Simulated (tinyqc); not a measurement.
Inside a calculation. Method: geometry optimisation on the RHF/sto-3g surface (energies and gradients from PySCF), for BeH2, spin multiplicity 1. One step of it, computed by the program tinyqc.

Question. Step 1: move. Quasi-Newton step p = -H^(-1) g (first H = 1 times the unit matrix); steps longer than 0.3 bohr are cut back.

positions at the start (bohr):
```
             x          y          z
1Be   0.111494   0.037795  -0.071810
2H    0.026456   2.430188   0.207870
3H   -0.024566  -2.330032   0.147399
```

gradient (hartree/bohr):
```
               x            y            z
1Be   0.00383755  -0.00727775  -0.00891153
2H   -0.00219927  -0.00768488   0.00467029
3H   -0.00163829   0.01496264   0.00424124
```

Give: positions after step 1.

Answer.

positions after step 1 (bohr):
```
           x        y        z
1Be   0.1077   0.0451  -0.0629
2H    0.0287   2.4379   0.2032
3H   -0.0229  -2.3450   0.1432
```
